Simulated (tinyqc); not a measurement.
# Input admittance of a MOSFET at zero drain bias: distributed channel and distributed gate, step by step

Numbers from tinyqc (`OMP_NUM_THREADS=1 python tinyqc.py 2262167 2262168 out.jsonl`; about 0.01 s on one thread of a shared Intel Xeon 2.30GHz). Printed values are rounded.

Source and drain grounded, strong inversion, w = 2 pi f, Cox = eps0 eox/tox. The channel is an RC line of resistance 1/(mu Cox Vo) per square fed from both ends, so one finger has the intrinsic admittance y = i w Cox L tanh(g)/g per width, g = (1/2) sqrt(i w tau), tau = L^2/(mu Vo). The vertical resistance rv/L is in series with y, the overlaps 2 i w Cov in parallel: y_t = 1/(1/y + rv/L) + 2 i w Cov. The gate strip is a line of Rsh/L per length loaded by y_t, so a finger has Y = y_t Wf tanh(k)/k, k = (Wf/sd) sqrt(y_t Rsh/L); the device has Nf Y.

Parameters, values chosen for the exercise; values of the order met in silicon radio-frequency transistors: relative permittivity of the gate insulator (close to silicon dioxide) eox = 3.9; insulator thickness tox = 2.3 nm; channel length L = 0.98 um; finger width Wf = 10 um; number of fingers Nf = 32; channel mobility mu = 230 cm^2/(V s); gate overdrive Vo = 0.43 V; sheet resistance of the gate Rsh = 6.1 ohm/square; vertical resistivity of the gate stack rv = 1.8 ohm um^2; number of ends at which a finger is contacted sd = 2; overlap and fringe capacitance on each side Cov = 0.22 fF/um; frequency f = 1.1 GHz.

Constants: eps0 = 8.8541878128e-14 F/cm where lengths are in cm. Results are converted to the units shown.

## Low-frequency resistances and capacitance

Low-frequency limits, with c = Cox L and ct = c + 2 Cov: R_strip = Rsh Wf/(3 sd^2 L Nf), R_ch = (c/ct)^2 L/(12 mu Cox Vo Wf Nf), R_vert = (c/ct)^2 rv/(L Wf Nf), C = ct Wf Nf.

parts (ohm): strip 0.162096, channel 1.62039, vertical 0.00541131
sum = 1.78789 ohm
C = 4849.07 fF
1/(2 pi R C) = 18.3578 GHz

The channel term is the largest, 90.6 % of the sum.

## Admittance of the channel and stack per width

tau, g, c = Cox L, y and y_t as defined.

tau = 97.1082 ps
g = 0.289647+0.289647i
c = 14.7134 fF/um
y = 5.662+101.311i uS/um
y_t = 5.681+104.350i uS/um

w tau = 0.671, and Im y is 0.996 of w c.

## Input impedance of the device

k and Y as defined; Z = 1/(Nf Y) = R + 1/(i w C); Q = |Im Z|/R; signal at the point farthest from a contact |1/cosh k|.

k = 0.0925911+0.0876877i
Nf Y = 1.9978+33.3713i mS
R = 1.78753 ohm
C = 4845.67 fF
Q = 16.7040
signal at the far point = 0.999536

R is 0.020 % below its low-frequency limit and C is 0.070 % below its own.
